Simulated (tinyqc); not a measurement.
Landau-Devonshire theory of a uniaxial ferroelectric: one step, computed by the program tinyqc.

G(P) = (alpha/2) P^2 + (beta*/4) P^4 + (gamma/6) P^6 - E P per volume, SI units, one domain, P along the polar axis.

Question. Spontaneous polarisation, susceptibility, coercive field. Ps^2 = [-beta* + sqrt(beta*^2 - 4 alpha gamma)]/(2 gamma). chi = 1/(eps_0 G''), G'' = alpha + 3 beta* P^2 + 5 gamma P^4 at Ps. Ps, chi and the coercive field are for perfect screening, without a depolarising field. The intrinsic coercive field is |alpha P + beta* P^3 + gamma P^5| at the P_c where G'' = 0. 1 C/m^2 = 100 microcoulomb/cm^2.

Inputs (values chosen for the exercise, for a model ferroelectric): Curie-Weiss temperature T0 = 760 K; gamma = 6.17e+08 J m^9/C^6; temperature T = 461 K.

Sample: free crystal.

alpha = -1.456130e+08 J m/C^2

beta* = 2.39e+08 J m^5/C^4

Constants: eps_0 = 8.8541878128e-12 F/m.

Give: spontaneous polarisation Ps; susceptibility chi; well depth G(Ps); P_c; intrinsic coercive field.

Answer.

spontaneous polarisation Ps = 57.39 microcoulomb/cm^2

susceptibility chi = 265.7

well depth G(Ps) = -13.82 MJ/m^3

P_c = 36.08 microcoulomb/cm^2

intrinsic coercive field = 37.54 MV/m

P_c/Ps = 0.629, above the 0.577 of a quartic well, as the sixth-order term matters. Real switching runs by domain nucleation at far lower fields.
